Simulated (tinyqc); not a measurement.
# MOS structure on a p-type body with a doping step (retrograde), non-linear Poisson equation by Newton steps: effects of single changes

One dimension, insulator interface at x = 0, acceptor density N1 for x < x1 and Na beyond, net doping C = -(acceptor density). psi is counted from the intrinsic level: n = ni exp((psi - Vb)/Vt), p = ni exp(-psi/Vt); deep in the body psi_b = -Vt ln(Na/ni). The gate acts through Cox = eps0 eox/tox and has the potential psi_G = Vg - (phiM - chi - Vt ln(Nc/ni)). Boltzmann statistics, full ionisation, classical densities, no oxide or interface charge.

Values chosen for this exercise; band and dielectric values close to those of silicon:
```
symbol,value,unit,meaning
T,300,K,temperature
Eg,1.1,eV,band gap
eps_r,11.7,,relative permittivity
Nc,2.84e19,cm^-3,conduction-band density of states at T
Nv,2.65e19,cm^-3,valence-band density of states at T
chi,3.97,eV,electron affinity
Na,7.5e16,cm^-3,acceptor density deep in the body
eox,3.9,,relative permittivity of the gate insulator (close to silicon dioxide)
tox,7.1,nm,insulator thickness
phiM,4.07,eV,gate work function
Vb,0.2,V,electron quasi-Fermi potential against the body
x1,30,nm,depth of the doping step
N1,2.2e16,cm^-3,acceptor density above the step
```

Constants: q = 1.602176634e-19 C, kB = 1.380649e-23 J/K, Vt = kB T/q, eps0 = 8.8541878128e-14 F/cm where lengths are in cm. Results are converted to the units shown.

Each table varies one quantity; the others keep the values above.

## Charge and capacitance against gate voltage

ni = sqrt(Nc Nv) exp(-Eg/(2 Vt)), Eg in volts. The Poisson equation d/dx(eps0 eps_r dpsi/dx) = -q (p - n + C), with eps0 eps_r dpsi/dx = -Cox (psi_G - psi_0) at x = 0, is solved on a mesh of about 600 nodes or more. N_inv is the integral of n less its value deep in the body. C_LF = Cox (1 - dpsi_0/dVg) with all carriers following; C_HF is the same with the electron quasi-Fermi level shifting uniformly so that N_inv stays fixed. The centroid is that of the same excess.

Charge and capacitance against gate voltage:
```
Vg (V),psi_0 - psi_b (V),N_inv (cm^-2),C_LF/Cox,C_HF/Cox,centroid (nm)
0,0.639,2.11e4,0.167,0.167,2.68
0.16,0.773,3.37e6,0.155,0.155,2.38
0.33,0.918,8.09e8,0.151,0.144,2.14
0.49,1.04,7.01e10,0.499,0.137,1.95
0.65,1.08,3.88e11,0.809,0.135,1.76
0.82,1.11,8.23e11,0.889,0.135,1.58
0.98,1.12,1.26e12,0.919,0.135,1.45
1.15,1.14,1.74e12,0.937,0.135,1.33
1.31,1.15,2.19e12,0.947,0.135,1.24
1.47,1.15,2.65e12,0.955,0.135,1.16
```

What does the table show?

N_inv goes from 21100 to 2.65e12 cm^-2 and passes 2e11 cm^-2 at Vg = 0.566 V. Below threshold it takes 71.4 mV a decade between Vg = 0.16 and 0.33 V, against Vt ln 10 = 59.5 mV. C_LF/Cox is lowest, 0.151, at Vg = 0.33 V among the rows listed and ends at 0.955, while C_HF/Cox ends at 0.135. Between the last two rows q dN_inv/dVg is 0.949 Cox. Where the classical centroid is under about 2 nm, confinement would move the charge away from the interface and raise the threshold. Above about 2e12 cm^-2 degeneracy matters too.

## Effect of the depth of the doping step on threshold, swing and body effect

VT is the Vg at which N_inv = 2e11 cm^-2. m = 1/(dpsi_0/dVg) at N_inv = 1e8 cm^-2; the swing is the Vg between N_inv = 1e8 and 1e9 cm^-2; body coefficient [VT(Vb + 0.05 V) - VT(Vb)]/0.05 V - 1.

Effect of the depth of the doping step on threshold, swing and body effect:
```
x1 (nm),VT (V),psi_0 - psi_b at VT (V),m - 1,swing (mV/decade),body coefficient
7.5,0.603,1.07,0.178,71.3,0.171
11,0.597,1.07,0.178,71.3,0.171
16,0.588,1.07,0.177,71.3,0.171
24,0.575,1.07,0.176,71.3,0.171
35,0.559,1.06,0.174,71.2,0.170
51,0.538,1.06,0.168,71.0,0.167
75,0.511,1.06,0.159,70.5,0.160
```

As x1 goes from 7.5 to 75, VT falls from 0.603 to 0.511 V, the swing falls from 71.3 to 70.5 mV/decade and the body coefficient falls from 0.171 to 0.160. The swing stays within 2.2 % of m Vt ln 10, and the body coefficient within 0.0068 of m - 1.

Program tinyqc, `OMP_NUM_THREADS=1 python tinyqc.py 2080135 2080136 out.jsonl`; Intel Xeon 2.30GHz, shared host, one thread, about 0.4 s.
